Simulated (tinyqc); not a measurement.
Hubbard ring of 5 sites, step by step. Computed by tinyqc, a small Python program that keeps every step. Settings: hopping = 1.37, U = 1.6, mixing = 1, iteration cap = 78. Command: `OMP_NUM_THREADS=1 python tinyqc.py 22445 22446 out.jsonl` (the two numbers bound the seeds that draw the settings). One thread of a shared host (Intel(R) Xeon(R) Processor @ 2.60GHz), about 0.2 s of CPU time with the checks.

one-body matrix (hopping and site energies) (eV):
```
         1        2        3        4        5
1   0.0000  -1.3700   0.0000   0.0000  -1.3700
2  -1.3700   0.0000  -1.3700   0.0000   0.0000
3   0.0000  -1.3700   0.0000  -1.3700   0.0000
4   0.0000   0.0000  -1.3700   0.0000  -1.3700
5  -1.3700   0.0000   0.0000  -1.3700   0.0000
```

U = 1.6000 eV

electrons, up and down: 4  2

n(up) at the start (a guess, not normalised): 1 1.0000, 2 0.5000, 3 1.0000, 4 0.5000, 5 1.0000

n(down) at the start (a guess): 1 0.1000, 2 0.7000, 3 0.1000, 4 0.7000, 5 0.1000

Each step fills the lowest levels of T + U n(other spin) and sets n(new) = n + mixing (n(out) - n); stop when output and input agree to 1e-8.

Course of the cycle:
```
iteration     E (eV)  largest |n(out) - n(in)|  mean |n_up - n_down|
1          -3.260283                  3.06e-01                0.4000
2          -3.292502                  5.55e-02                0.4000
3          -3.294017                  1.63e-02                0.4000
4          -3.294104                  3.89e-03                0.4000
5          -3.294110                  1.02e-03                0.4000
6          -3.294110                  2.53e-04                0.4000
7          -3.294110                  6.39e-05                0.4000
8          -3.294110                  1.60e-05                0.4000
9          -3.294110                  4.01e-06                0.4000
10         -3.294110                  1.00e-06                0.4000
11         -3.294110                  2.51e-07                0.4000
12         -3.294110                  6.30e-08                0.4000
13         -3.294110                  1.57e-08                0.4000
14         -3.294110                  3.94e-09                0.4000
```

Can the last value be used, and what does the course show?

Yes. Converged in 14 iterations. Before convergence this energy mixes input and output and is not variational, so it may rise towards its limit.
